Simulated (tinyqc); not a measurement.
Inside a calculation. Method: Hueckel theory of the pi electrons, for the molecule c1ccc2[nH]ccc2c1 (SMILES; centres numbered as the heavy atoms are written). One step of it, computed by the program tinyqc.

Problem. Energy, charges, bond orders. E = sum n x; q_r = z_r - P_rr; bond order p = P_rs; free valence = sqrt(3) - sum of p over the bonds of the atom.

x values: 2.504039  1.741918  1.307314  0.824580  0.569770  -0.852522  -1.154316  -1.484997  -2.155786

occupations: 2.000000  2.000000  2.000000  2.000000  2.000000  0.000000  0.000000  0.000000  0.000000

charge and bond-order matrix P:
```
           1C         2C         3C         4C         5N         6C         7C         8C
1C   1.035274   0.626143  -0.037647  -0.274339   0.108327   0.053533  -0.121346  -0.043013
2C   0.626143   1.026431   0.697522  -0.027434  -0.114275   0.176464   0.066335  -0.265571
3C  -0.037647   0.697522   1.036644   0.603443  -0.122757  -0.090045   0.032239   0.053111
4C  -0.274339  -0.027434   0.603443   1.006707   0.416748  -0.254707  -0.103269   0.555534
5N   0.108327  -0.114275  -0.122757   0.416748   1.685349   0.467179  -0.254021  -0.175483
6C   0.053533   0.176464  -0.090045  -0.254707   0.467179   0.982996   0.794295  -0.058612
7C  -0.121346   0.066335   0.032239  -0.103269  -0.254021   0.794295   1.153004   0.497207
8C  -0.043013  -0.265571   0.053111   0.555534  -0.175483  -0.058612   0.497207   1.052530
9C   0.706290  -0.028804  -0.345719   0.044268   0.056374  -0.200316  -0.055816   0.576176

           9C
1C   0.706290
2C  -0.028804
3C  -0.345719
4C   0.044268
5N   0.056374
6C  -0.200316
7C  -0.055816
8C   0.576176
9C   1.021065
```

Centres:

| centre | z_r, pi electrons of the neutral centre | h |
|---|---|---|
| 1C | 1 | 0.000000 |
| 2C | 1 | 0.000000 |
| 3C | 1 | 0.000000 |
| 4C | 1 | 0.000000 |
| 5N | 2 | 1.300000 |
| 6C | 1 | 0.000000 |
| 7C | 1 | 0.000000 |
| 8C | 1 | 0.000000 |
| 9C | 1 | 0.000000 |

Bonds:

| i | j | k |
|---|---|---|
| 1 | 2 | 1 |
| 2 | 3 | 1 |
| 3 | 4 | 1 |
| 4 | 5 | 0.900000 |
| 5 | 6 | 0.900000 |
| 6 | 7 | 1 |
| 7 | 8 | 1 |
| 8 | 9 | 1 |
| 9 | 1 | 1 |
| 8 | 4 | 1 |

Give: pi energy = 10 alpha + this times beta; pi charges; Bond orders and lengths from R = 1.517 - 0.180 p; free valence of the carbons; gap between the highest filled and the next level.

Solution.

pi energy = 10 alpha + this times beta = 13.8952

pi charges: 1C -0.0353, 2C -0.0264, 3C -0.0366, 4C -0.0067, 5N 0.3147, 6C 0.0170, 7C -0.1530, 8C -0.0525, 9C -0.0211

Bond orders and lengths from R = 1.517 - 0.180 p (angstrom, C-C alone):

| bond | p | R |
|---|---|---|
| 1-2 | 0.6261 | 1.4043 |
| 2-3 | 0.6975 | 1.3914 |
| 3-4 | 0.6034 | 1.4084 |
| 4-5 | 0.4167 | - |
| 5-6 | 0.4672 | - |
| 6-7 | 0.7943 | 1.3740 |
| 7-8 | 0.4972 | 1.4275 |
| 8-9 | 0.5762 | 1.4133 |
| 9-1 | 0.7063 | 1.3899 |
| 8-4 | 0.5555 | 1.4170 |

free valence of the carbons: 1C 0.3996, 2C 0.4084, 3C 0.4311, 4C 0.1563, 6C 0.4706, 7C 0.4405, 8C 0.1031, 9C 0.4496

gap between the highest filled and the next level = 1.4223 |beta|
